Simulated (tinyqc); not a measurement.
Range and order of the fit: effective mass of the conduction band from tabulated energies.

c = hbar^2/2m0. A uniform scatter of up to 1 meV has been added to mimic numerical noise.
Constants: hbar^2/2m0 = 3.80998211 eV angstrom^2.

Energies along [111], from the band edge:
```
k (1/angstrom),E (meV)
0.000000,0.00000
0.005400,3.05450
0.010800,10.79320
0.016200,24.59910
0.021600,43.21210
0.027000,63.91250
0.032400,91.06490
0.037800,117.72580
0.043200,148.97480
```

reference mass (curvature of the model at k = 0.0001 1/angstrom) = 0.039200 m0

Least-squares fits of E = a k^2 (+ b k^4 + d k^6) over points 1 to n, and the line y = c k^2/E against E; errors of m against the reference.

Results:
```
n,E at point n (meV),one term (%),two terms (%),three terms (%),line (%),"rms residual, one term (meV)"
3,24.6,3.78,3.79,-12.42,-5.08,0.202
4,43.2,4.62,2.78,3.46,-2.88,0.216
5,63.9,8.52,-1.13,5.39,-2.81,1.044
6,91.1,10.50,2.42,-2.63,-1.88,1.239
7,117.7,14.21,1.38,2.06,-1.82,2.390
8,149.0,17.61,2.81,0.16,-1.56,3.385
```

The error of the parabola goes from +3.78 to +17.61 % as the range widens, and at n = 8 its residual, 3.38 meV, is only 2.3 % of the top energy: a small residual does not vouch for the mass. Over the full range (n = 8) the best form is three terms (0.16 %); the line errs by -5.08 % at n = 3 and -1.56 % at n = 8. Many terms on few points amplify the scatter: three terms err by -12.4 % at n = 3 but by +0.2 % at n = 8.

Program tinyqc; command `OMP_NUM_THREADS=1 python tinyqc.py 1850329 1850330 out.jsonl`; about 0.01 s on one thread of a shared Intel(R) Xeon(R) Processor @ 2.30GHz.
